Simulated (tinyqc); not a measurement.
Inside a calculation: thin-body film or fin with hard walls, valleys of the Si type. Values are carried at full precision from step to step, so a last printed digit may differ when a step is redone from the rounded ones.

Six ellipsoidal valleys with their long axes along the cube axes, mass ml along the axis and mt across it. For a valley whose axis makes the angle theta with the surface normal, 1/m_z = cos^2(theta)/ml + sin^2(theta)/mt sets the confinement; in the plane the masses are m_1 = mt and m_2 = ml mt/m_z, and m_d = sqrt(m_1 m_2).

Constants: hbar^2/2m0 = 3.80998211 eV angstrom^2; kB = 8.617333262e-05 eV/K.

Values chosen for the exercise (near those of Si; not measured data):
```
symbol  value  unit         meaning
ml      0.92   m0           longitudinal mass
mt      0.188  m0           transverse mass
face    110                 face of the film or side wall of the fin
t       88     angstrom     body thickness
T       300    K            temperature
g_all   6                   number of valleys
Ns      1.7    x 1e12/cm^2  sheet density in the on state
alpha   0.47   1/eV         non-parabolicity
```

## Valley masses for the (110) face

Group the valleys by their angle to the normal, heaviest m_z first.

Valleys (masses in m0):
```
valleys g  cos^2(theta)     m_z     m_1     m_2     m_d
4                0.5000  0.3122  0.1880  0.5540  0.3227
2                0.0000  0.1880  0.1880  0.9200  0.4159
```

## Subband edges

A film of thickness t between hard walls, flat band inside: E_n = c (n pi/t)^2/m_z above the bulk edge, c = hbar^2/2m0. Without degeneracy the sheet density is N2 exp((EF - Ec)/kB T) with N2 = sum_i g m_d/(2 pi c) kB T exp(-E_i/kB T) over n = 1 to 40 of each group; a classical film has t Nc with Nc = 2 g_all (m_dos kB T/(4 pi c))^(3/2), m_dos = (ml mt^2)^(1/3). The threshold shift is dVt = kB T ln(t Nc/N2).

The seven lowest levels of all groups together; primes mark the lighter m_z.

Subbands:
```
label  valleys g  E (eV)
1              4  0.0156
1'             2  0.0258
2              4  0.0622
2'             2  0.1033
3              4  0.1400
3'             2  0.2325
4              4  0.2489
```

The second subband, 1', lies 10.3 meV above the first, 0.4 kB T at 300 K.

## Effective density of states and threshold shift

Sum the subbands; 1/angstrom^2 = 1e16/cm^2 and 1/angstrom^3 = 1e24/cm^3.

terms of N2 by group (1e12/cm^2): 8.958  3.474

Nc = 2.715 x 1e19/cm^3
t Nc = 23.892 x 1e12/cm^2
dVt = 16.9 mV

Confinement leaves 52 % of the classical states; the heaviest group holds 72 % of the electrons, against 67 % in the bulk.

## Filling at a given sheet density

n_i = g m_d/(2 pi c) kB T ln(1 + exp((EF - E_i)/kB T)) over the levels listed; solve sum n_i = Ns (1e12/cm^2 = 1e-4/angstrom^2); the band bending of the charge itself is left out. c = hbar^2/2m0.

EF = -0.0507 eV

n_i in the order of the list (1e12/cm^2): 1.037  0.455  0.176  0.023  0.009  0.000  0.000

The fullest subband is 1, with 61 %.

## Non-parabolic correction

Each level E0 of the list is replaced by the root of E (1 + alpha E) = E0.

Levels (eV):
```
label  parabolic  corrected
1         0.0156     0.0154
1'        0.0258     0.0255
2         0.0622     0.0605
2'        0.1033     0.0987
3         0.1400     0.1318
3'        0.2325     0.2114
4         0.2489     0.2250
```

The lowest level drops by 0.1 meV.

## Checks

- N2 of a 3000 angstrom film, summed over n to convergence, plus the half-term of the walls against t Nc, 1/angstrom^2: both 0.081451.

tinyqc: `OMP_NUM_THREADS=1 python tinyqc.py 1250245 1250246 out.jsonl`; about 0.01 s, one thread, shared Intel(R) Xeon(R) Processor @ 2.30GHz.
